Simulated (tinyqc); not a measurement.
Inside a calculation. Model: surface potential of a MOS transistor: implicit equation and explicit approximations.

Computed by the program tinyqc: `OMP_NUM_THREADS=1 python tinyqc.py 2122244 2122245 out.jsonl`, one thread of a shared Intel Xeon 2.30GHz, about 0.01 s for the whole run. Printed values are rounded.

p-type body, charge-sheet picture, depletion and inversion only, full ionisation (an idealisation for deep acceptors), Boltzmann statistics (rough once Na exp(x - xn) passes about Nc/7). In units of Vt: xg = (Vg - Vfb)/Vt, x = psi/Vt, G = gamma/sqrt(Vt), xn = (2 phiF + Vc)/Vt. The implicit equation is (xg - x)^2 = G^2 [x - 1 + exp(x - xn)] for x above about 3. Cox = eps0 eox/tox.

Inputs (values chosen for the exercise); band and dielectric values those of a made-up semiconductor: temperature T = 350 K; band gap Eg = 0.863 eV; relative permittivity eps_r = 11; conduction-band density of states at T Nc = 4.57e19 cm^-3; valence-band density of states at T Nv = 2.73e19 cm^-3; relative permittivity of the gate insulator (close to zirconium oxide) eox = 25.6; insulator thickness tox = 57 nm; acceptor density Na = 8.4e16 cm^-3; flat-band voltage Vfb = -0.59 V; channel-body voltage Vc = 1 V; gate-body voltage Vg = 1.36 V.

Constants: q = 1.602176634e-19 C, kB = 1.380649e-23 J/K, Vt = kB T/q, eps0 = 8.8541878128e-14 F/cm where lengths are in cm. Results are converted to the units shown.

## Scales

ni = sqrt(Nc Nv) exp(-Eg/(2 Vt)), Eg in volts; phiF = Vt ln(Na/ni); gamma = sqrt(2 q eps0 eps_r Na)/Cox; VT = Vfb + Vt (xn + G sqrt(xn - 1)).

phiF = 0.249286 V
gamma = 0.407162 V^0.5
G = 2.34448
xn = 49.6863
VT = 1.40196 V
xg = 64.6537

## Explicit approximation

Depletion value a = 1 + [sqrt(G^2/4 + xg - 1) - G/2]^2; inversion value b = xn + ln[(xg - xn)^2/G^2 - xn + 1] and first guess y = min(a, b) - ln(1 + exp(-|a - b|)) if a > xn + 1, else b = y = a; one second-order correction with D = exp(y - xn), p = 2 (xg - y) + G^2 (1 + D), w = (xg - y)^2 - G^2 (y - 1 + D): z = y + 2 w/(p + sqrt(p^2 - 2 (2 - G^2 D) w)), or the Newton step z = y + w/p where the root is not real.

a = 48.4962
b = 48.4962
y = 48.4962
p = 39.4836
w = -1.67194
z = 48.4539

The root of the implicit equation is x = 48.4539; y misses it by 0.042 and z by -5.3e-7, in units of Vt.

## Starting value

x = y rounded to two decimals.

x at the start = 48.5

## Iteration 1: new x

D = exp(x - xn), f = (xg - x)^2 - G^2 (x - 1 + D), f' = -2 (xg - x) - G^2 (1 + D), x(new) = x - f/f'.

D = 0.305340
f = -1.82239
f' = -39.4824
x after iteration 1 = 48.4538

## Iteration 2: new x

As before.

D = 0.291566
f = 3.69853e-4
f' = -39.4990
x after iteration 2 = 48.4539

## Course of the iteration

Stop when the step is below 1e-11, or after 60 iterations.

Course of the iteration:
```
iteration  x before the step      step
1                       48.5   -0.0462
2                    48.4538   9.36e-6
3                    48.4539  4.41e-13
```

Converged in 3 iterations.

## Potential, charges and gate control

converged x = 48.4539

psi = Vt x; N_dep = Cox Vt G sqrt(x - 1)/q; N_inv = (Cox Vt G/q) [sqrt(x - 1 + exp(x - xn)) - sqrt(x - 1)]; dpsi/dVg = 1/[1 + G^2 (1 + exp(x - xn))/(2 (xg - x))].

psi = 1.46140 V
N_dep = 1.20900e12 cm^-2
N_inv = 3.7085e9 cm^-2
dpsi/dVg = 0.820269

psi lies 1.2 Vt below 2 phiF + Vc.
